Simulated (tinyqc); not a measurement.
Single-photon avalanche diode, trigger probability and counting: effect of the width of the multiplication layer.

A multiplication layer of width W with the uniform field V/W; alpha = an exp(-bn/E) for electrons, beta = ap exp(-bp/E) for holes (local model, no dead space). a = alpha W, b = beta W. Electrons enter at x = 0, holes at x = W. P0 is the probability that an electron entering at 0 starts a lasting avalanche, PW the same for a hole entering at W.

Breakdown: ln(a/b) = a - b with a not equal to b. Above it PW/(1 - PW) = [P0/(1 - P0)] exp(b - a) and b ln(1 - P0) = a ln(1 - PW); the mean over pairs made evenly in the layer is Pm = ln[(1 - PW)/(1 - P0)]/(a - b). The excess bias is 10 % of VB in every row.

Values chosen for this exercise; ionisation coefficients close to those of germanium: electron prefactor an = 1.53e7 1/cm; electron field bn = 1.54 MV/cm; hole prefactor ap = 1.03e7 1/cm; hole field bp = 1.25 MV/cm.

Effect of the width of the multiplication layer:

| W (um) | VB (V) | E at VB (MV/cm) | beta/alpha at VB | P0 | PW |
|---|---|---|---|---|---|
| 0.15 | 3.979 | 0.2653 | 2.009 | 0.5289 | 0.7456 |
| 0.25 | 6.038 | 0.2415 | 2.237 | 0.5454 | 0.7942 |
| 0.41 | 9.111 | 0.2222 | 2.483 | 0.5586 | 0.8352 |
| 0.67 | 13.79 | 0.2058 | 2.754 | 0.5691 | 0.8700 |
| 1.1 | 21.07 | 0.1916 | 3.059 | 0.5776 | 0.8995 |
| 1.8 | 32.26 | 0.1792 | 3.396 | 0.5841 | 0.9236 |
| 3 | 50.38 | 0.1679 | 3.785 | 0.5890 | 0.9437 |
| 5 | 79.00 | 0.1580 | 4.220 | 0.5922 | 0.9594 |

What does the table show?

As W grows, VB rises from 3.98 to 79.0 V, as W^(0.85) on average, the breakdown field falls from 0.265 to 0.158 MV/cm and beta/alpha rises from 2.01 to 4.22. At equal relative excess P0 rises from 0.529 to 0.592 and PW rises from 0.746 to 0.959. For W = 0.15, 0.25 dead space and band-to-band tunnelling, left out here, matter.

tinyqc, about 0.01 s, one thread, Intel Xeon 2.30GHz (shared host): `OMP_NUM_THREADS=1 python tinyqc.py 2630129 2630130 out.jsonl`
